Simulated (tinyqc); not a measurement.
From a target to a composition: model-solid line-up of a strained alloy layer on a substrate.

Problem. A layer of the alloy is strained to the substrate, and its gap (Ec minus the top valence edge) is given. Find x between 0.02 and 0.98, where the gap is monotonic.

All values of the alloy are linear in x but the gap, Eg(x) = (1 - x) Eg_A + x Eg_B - C x (1 - x), and the valence edge, Ev(x) = (1 - x) Ev_A + x Ev_B + fv C x (1 - x); Ec = Ev + Eg. Ev is the top of the unstrained valence band on a scale common to all materials. In the layer only the Gamma valley of the conduction band is followed, also where an X or L valley would lie lower.

Coherent growth on a (111) face: e_par = (a_s - a)/a, e_perp = -(2 C11 + 4 C12 - 4 C44)/(C11 + 2 C12 + 4 C44) e_par; exx = eyy = ezz = (2 e_par + e_perp)/3 and exy = eyz = ezx = (e_perp - e_par)/3.

Strained edges: Ec + ac tr(e); the valence edges are Ev plus the levels of the 6 x 6 matrix of X, Y, Z times spin with -Dso/3 + l exx + m (eyy + ezz) on the diagonal (cyclic), n exy off it, l = av + 2 b, m = av - b, n = sqrt(3) d. Spin-orbit term (Dso/3) L.sigma on X, Y, Z with (L_k)_ij = -i epsilon_kij: <X+|H|Y+> = -i Dso/3, <X+|H|Z-> = Dso/3, <Y+|H|Z-> = -i Dso/3, <Z+|H|X-> = -Dso/3, <Z+|H|Y-> = i Dso/3, <X-|H|Y-> = i Dso/3, and their conjugates; + and - are the spin along z.

Inputs chosen for the exercise (A near AlAs, B near GaAs, substrate near Ge; not measured data): a = (5.661, 5.645) angstrom (lattice constant of A, B); Eg = (3.14, 1.515) eV (gap at Gamma to the s-like level of A, B); Dso = (0.282, 0.343) eV (spin-orbit splitting of A, B); Ev = (-1.33, -0.8) eV (top of the unstrained valence band of A, B); ac = (-5.61, -7.23) eV (conduction deformation potential of A, B); av = (2.48, 1.15) eV (valence hydrostatic potential of A, B); b = (-2.28, -2.02) eV (tetragonal shear potential of A, B); d = (-3.35, -4.82) eV (trigonal shear potential of A, B); C11 = (125.3, 123.7) GPa (of A, B); C12 = (52.9, 56.3) GPa (of A, B); C44 = (54.9, 60.8) GPa (of A, B); C = 0.332 eV (bowing of the gap); fv = 0.2 (share of the bowing taken by the valence edge); a_s = 5.652 angstrom (substrate); face = 111 (growth face).

strained gap = 1.534553 eV

Find: x; e_par; gap of the relaxed alloy.

Solution. Bisect on x; the strained gap is 3.1146 eV at x = 0.02 and 1.5209 eV at x = 0.98.

x = 0.970
e_par = 0.115 %
gap of the relaxed alloy = 1.554 eV

(tinyqc, `OMP_NUM_THREADS=1 python tinyqc.py 1050242 1050243 out.jsonl`, Intel(R) Xeon(R) Processor @ 2.30GHz, 1 thread, shared host, about 0.01 s.)
